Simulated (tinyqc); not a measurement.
## Permittivity of the insulator from five potentials

Question. A node lies on a semiconductor-insulator interface. Steps: hs = tb/1 down into the semiconductor, ho = tox/1 up into the insulator, hy = L/4 sideways. The flux balance of its box reads eox (hy/ho)(above - node) + eps_r (hy/hs)(below - node) + [(eps_r hs + eox ho)/(2 hy)](left + right - 2 node) - q Na (hs/2) hy/eps0 = 0. Find eox.

Parameters, values chosen for the exercise; semiconductor permittivity close to that of In0.53Ga0.47As:
- eps_r = 14.1 (relative permittivity of the semiconductor)
- tb = 8 nm (half the body thickness)
- tox = 6.5 nm (insulator thickness)
- L = 31 nm (channel length)
- Na = 7e17 cm^-3 (acceptor density of the depleted body)

Constants: q = 1.602176634e-19 C, eps0 = 8.8541878128e-14 F/cm where lengths are in cm. Results are converted to the units shown.

psi (V): node 0.032966254, above -0.19, below 0.16233838, left 0.092985365, right 0.24405161

Solution. The balance is linear in eox.

eox = 22.00

Program tinyqc, `OMP_NUM_THREADS=1 python tinyqc.py 2480084 2480085 out.jsonl`; Intel Xeon 2.30GHz, shared host, one thread, about 0.09 s.
